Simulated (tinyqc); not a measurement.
# Tunnelling through a gate dielectric, WKB transmission and Tsu-Esaki current: dielectrics compared at equal EOT

Electrons leave the emitter at x = 0. Energies E (motion across the layers) are in eV from the emitter Fermi level; the collector Fermi level lies at -V and offers states at every E. No charge in the dielectric and no image force: F1 = V/t1, U = phi1 - F1 x. With C = hbar^2/(2 m0), kappa = sqrt(m (U - E)/C) where U > E and 0 elsewhere; T(E) = exp(-S), S = 2 times the integral of kappa over x.

A single layer of thickness t1 = EOT eps_r/3.9 for each dielectric, at V = 1.2 V. Each layer adds (2/F) sqrt(m/C) [G(u at its left edge) - G(u at its right edge)] to S, with u = U - E (0 where negative) and G(u) = (2/3) u^1.5. J = J0 times the integral of T(E) N(E) dE, N = ln[(1 + exp(-E/Vt))/(1 + exp((-E - V)/Vt))], J0 = q^2 me m0 kB T/(2 pi^2 hbar^3) (times 1e-4 for A/cm^2 per eV), from E = -Ef to far above the barrier (T = 1 there), by quadrature converged to the digits shown.

Inputs (values chosen for the exercise):
```
symbol  value  unit                                            meaning
T         300     K                                        temperature
Ef       0.36    eV  Fermi energy of the emitter above its band bottom
me       0.43    m0                emitter mass in the supply function
EOT         2    nm                         equivalent oxide thickness
```

Constants: q = 1.602176634e-19 C, kB = 1.380649e-23 J/K, hbar = 1.054571817e-34 J s, m0 = 9.1093837015e-31 kg, Vt = kB T/q, hbar^2/(2 m0) = 0.0380998212 eV nm^2. Results are converted to the units shown.

Dielectrics (values chosen for the exercise, close to those of the materials named):

|  | eps_r | phi1 (eV) | m1 (m0) |
|---|---|---|---|
| silicon dioxide | 3.87 | 3.03 | 0.49 |
| silicon nitride | 7.71 | 2.13 | 0.51 |
| aluminium oxide | 9.39 | 2.48 | 0.42 |
| hafnium oxide | 22.1 | 1.57 | 0.21 |
| zirconium oxide | 26.1 | 1.46 | 0.24 |

Leakage at equal EOT:

|  | t1 (nm) | S at E = 0 | J (A/cm^2) | eps_r sqrt(m1 phi1) |
|---|---|---|---|---|
| silicon dioxide | 1.985 | 22.13 | 0.04243 | 4.716 |
| silicon nitride | 3.954 | 35.55 | 2.059e-8 | 8.036 |
| aluminium oxide | 4.815 | 43.65 | 6.256e-12 | 9.583 |
| hafnium oxide | 11.33 | 51.50 | 8.090e-15 | 12.69 |
| zirconium oxide | 13.38 | 60.90 | 9.865e-15 | 15.45 |

What does the table show?

From the lowest current to the highest: hafnium oxide, zirconium oxide, aluminium oxide, silicon nitride, silicon dioxide; the span is 12.7 decades. The figure eps_r sqrt(m1 phi1), to which S is proportional at low voltage, gives another order at this voltage.

Numbers from tinyqc (`OMP_NUM_THREADS=1 python tinyqc.py 2540062 2540063 out.jsonl`; about 0.02 s on one thread of a shared Intel Xeon 2.30GHz).
